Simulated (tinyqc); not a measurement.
# Read current of a NAND string, cells in series solved by shooting: effects of single changes

Cells in series, numbered from 0 at the source line (0 V) to the bit line, each followed by a gap resistance Rg. A cell with gate Vg, threshold VT, source Vs and drain Vd passes I = 2 nf K Vt^2 [F(Vs) - F(Vd)]/(1 + th max(Vg - VT, 0)), F(V) = ln^2(1 + exp((Vg - VT - nf V)/(2 nf Vt))). The selected cell has Vg = Vr, the others Vg = Vp.

Inputs (values chosen for the exercise); values of the order met in vertical NAND strings: temperature T = 358 K; gain factor of a cell K = 14 uA/V^2; slope factor nf = 2.2; mobility reduction factor th = 0.14 1/V; resistance of the gap between cells Rg = 1.7 kohm; bit-line voltage Vbl = 0.5 V; pass voltage Vp = 5.9 V; threshold of an erased cell Ve = -1.8 V; threshold of the highest state Vh = 3.6 V; threshold of the selected cell Vx = 2.3 V; sensing current Is = 10 nA; read voltage on the selected word line Vr = 4 V.

Constants: q = 1.602176634e-19 C, kB = 1.380649e-23 J/K, Vt = kB T/q. Results are converted to the units shown.

Each table varies one quantity; the others keep the values above.

## Read current against the number of cells

For a trial current I start at 0 V and, cell by cell, solve for the drain: sqrt(F(Vd)) = sqrt(F(Vs) - I/k), k = 2 nf K Vt^2/(1 + th max(Vg - VT, 0)), Vd = [Vg - VT - 2 nf Vt ln(exp(sqrt F) - 1)]/nf, then add I Rg. The string current is the I for which the last node reaches Vbl. The apparent threshold is the Vr at which I = Is. Background: all other cells erased (VT = Ve) or all in the highest state (VT = Vh); ratio and shift are high over erased and high minus erased. The selected cell is in the middle, cell n/2.

Read current against the number of cells:

| n | I, others erased (uA) | I, others high (uA) | ratio | apparent VT, erased (V) | apparent VT, high (V) | background shift (mV) |
|---|---|---|---|---|---|---|
| 8 | 2.105 | 1.069 | 0.5078 | 2.211 | 2.213 | 1.919 |
| 16 | 1.202 | 0.5478 | 0.4557 | 2.213 | 2.216 | 3.844 |
| 32 | 0.6455 | 0.2772 | 0.4294 | 2.216 | 2.224 | 7.711 |
| 64 | 0.3349 | 0.1394 | 0.4163 | 2.224 | 2.239 | 15.51 |
| 96 | 0.2261 | 0.09312 | 0.4119 | 2.231 | 2.255 | 23.40 |
| 128 | 0.1706 | 0.06991 | 0.4097 | 2.239 | 2.270 | 31.39 |
| 192 | 0.1145 | 0.04665 | 0.4075 | 2.253 | 2.301 | 47.66 |

Read the table: what changes, and by how much?

With erased neighbours the current falls from 2.10 to 0.114 uA, as n^(-0.81) between the first two rows and n^(-0.98) between the last two (-1 once the series resistance rules). The ratio falls from 0.508 to 0.408 and the background shift rises from 1.92 to 47.7 mV.

## Effect of the position of the selected cell

Same model as above.

The string has 32 cells, numbered from the source.

Effect of the position of the selected cell:

| j | I, others erased (uA) | I, others high (uA) | ratio | apparent VT, erased (V) | apparent VT, high (V) | background shift (mV) |
|---|---|---|---|---|---|---|
| 0 | 0.6625 | 0.2783 | 0.4201 | 2.209 | 2.209 | 1.054e-5 |
| 4 | 0.6592 | 0.2781 | 0.4218 | 2.211 | 2.213 | 1.919 |
| 9 | 0.6544 | 0.2778 | 0.4245 | 2.213 | 2.217 | 4.326 |
| 13 | 0.6497 | 0.2775 | 0.4271 | 2.215 | 2.221 | 6.258 |
| 18 | 0.6424 | 0.2770 | 0.4312 | 2.217 | 2.226 | 8.681 |
| 22 | 0.6350 | 0.2764 | 0.4353 | 2.219 | 2.230 | 10.63 |
| 27 | 0.6230 | 0.2753 | 0.4418 | 2.221 | 2.234 | 13.06 |
| 31 | 0.6104 | 0.2736 | 0.4483 | 2.223 | 2.238 | 15.02 |

What does the table show?

From the source end to the bit-line end the apparent VT with high neighbours rises from 2.209 to 2.238 V and the background shift rises from 1.05e-5 to 15.0 mV. Cells and gaps on the source side raise the source of the selected cell, which costs nf times that voltage in gate drive; those on the drain side only lower its drain voltage.

Computed by the program tinyqc: `OMP_NUM_THREADS=1 python tinyqc.py 2142092 2142093 out.jsonl`, one thread of a shared Intel Xeon 2.30GHz, about 0.5 s for the whole run.
